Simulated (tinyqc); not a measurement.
Hall effect and magnetoresistance of several carrier groups with constant relaxation times: one step, computed by the program tinyqc.

Group 1 has charge -e and group 2 charge +e; s_i is that sign. B lies along z; mu B is formed with mu in m^2/(V s).

Problem. Resistivity, Hall coefficient and magnetoresistance. rho_xx = sigma_xx/(sigma_xx^2 + sigma_xy^2); Hall coefficient R_H = sigma_xy/(B (sigma_xx^2 + sigma_xy^2)), with B in V s/cm^2 (1 T = 1e-4 V s/cm^2); magnetoresistance MR = rho_xx(B)/rho_xx(0) - 1. Apparent density 1/(e |R_H|); Hall mobility |R_H|/rho_xx.

Inputs (values chosen for the exercise, for a model conductor): magnetic field B = 3.4 T.

Carriers: compensated semimetal. Densities: per volume.

sigma_xx = 32.64531 S/cm

sigma_xy = -5.977463 S/cm

sigma at B = 0 = 3633.737 S/cm

Constants: e = 1.602176634e-19 C.

Give: rho_xx; Hall coefficient R_H; magnetoresistance MR; apparent density; Hall mobility.

Solution.

rho_xx = 0.02964 ohm cm

Hall coefficient R_H = -15.96 cm^3/C

magnetoresistance MR = 10669.88 %

apparent density = 3.910e+17 1/cm^3

Hall mobility = 538.5 cm^2/(V s)
